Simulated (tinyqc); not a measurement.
What each parameter does: Weaire-Thorpe hybrids on a Bethe lattice: gap and dangling bond of an amorphous tetrahedral solid.

Four sp3 hybrids an atom at energy 0, coupled by -V1 on the atom and by -V2 along a bond; the bonds form a tree (no rings). For any network the gap runs at least from -V2 + V1 to V2 - 3 V1, and p-like states pile up at -V2 + V1 and V2 + V1. On the tree the gap is wider: it ends at Ec = -V1 + sqrt(V2^2 + 4 V1^2 - 2 sqrt3 V1 V2), which makes it well wider than the gaps of the real glasses. A branch seen from a hybrid has the self-energy S = V2^2 g, where g is the Green function of the hybrid across the bond, whose three partners carry S themselves. With a = z - V1, b = a - S: g = 1/(a + V1 b/(b + 3 V1)), z = E + i eta. A full atom has G = (1/b)(b + 3 V1)/(b + 4 V1) per hybrid; a dangling hybrid with shift dh has G = 1/(1/g - dh).

Parameters, chosen for this exercise (out of a larger set: of the size of tabulated hybrid energies for amorphous silicon; not measured data): V1 = 1.81 eV (coupling of two hybrids on one atom); V2 = 4.45 eV (coupling of the two hybrids of a bond); dh = 0.32 eV (shift of the dangling hybrid (rehybridisation)).

Ev = -V2 + V1, conduction edge of the tree -V1 + sqrt(V2^2 + 4 V1^2 - 2 sqrt3 V1 V2), and the level that solves 1/g(E) = dh for eta = 0.

Results for these values:

| case | Ev (eV) | Ec (eV) | level (eV) | weight |
|---|---|---|---|---|
| base | -2.6400 | 0.4273 | 0.1509 | 0.436 |

What happens to each result for dh = 0.22 eV, all else kept?

Answer: Ev does not change at the printed digits; Ec does not change at the printed digits; level falls from 0.1509 to 0.1061; weight rises from 0.436 to 0.459.

The same for each parameter in turn:

| case | Ev (eV) | Ec (eV) | level (eV) | weight |
|---|---|---|---|---|
| base | -2.6400 | 0.4273 | 0.1509 | 0.436 |
| V1 = 1.73 eV | -2.7200 | 0.5296 | 0.1659 | 0.487 |
| V2 = 4.6 eV | -2.7900 | 0.5186 | 0.1624 | 0.476 |
| dh = 0.22 eV | -2.6400 | 0.4273 | 0.1061 | 0.459 |

Computed by tinyqc, a small Python program: `OMP_NUM_THREADS=1 python tinyqc.py 1481877 1481878 out.jsonl` (the numbers bound the seed that draws the inputs); one thread of a shared host (Intel(R) Xeon(R) Processor @ 2.30GHz), about 0.03 s for the whole set of steps.
